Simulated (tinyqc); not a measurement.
Tight binding, honeycomb lattice, step by step. One step of it, computed by the program tinyqc.

Question. Bloch Hamiltonian at K. H_AB = -t1 (1 + exp(-i k.a1) + exp(-i k.a2)); H_AA = delta - 2 t2 sum cos(k.b + phi), H_BB = -delta - 2 t2 sum cos(k.b - phi), b = a1, a2 - a1, -a2.

Parameters chosen for this model:
```
parameter     value                        unit
t1         1.010000                 eV, nearest
t2                0       eV, second neighbours
phi               0  rad, phase of t2 (Haldane)
delta      0.070000          eV, +/- on A and B
```

k point K (fractions of the reciprocal vectors): 0.333333  0.666667

Give: H(k) at K.

Answer.

H(k) at K (eV):
```
       A       B
A  0.070   0.000
B  0.000  -0.070
```
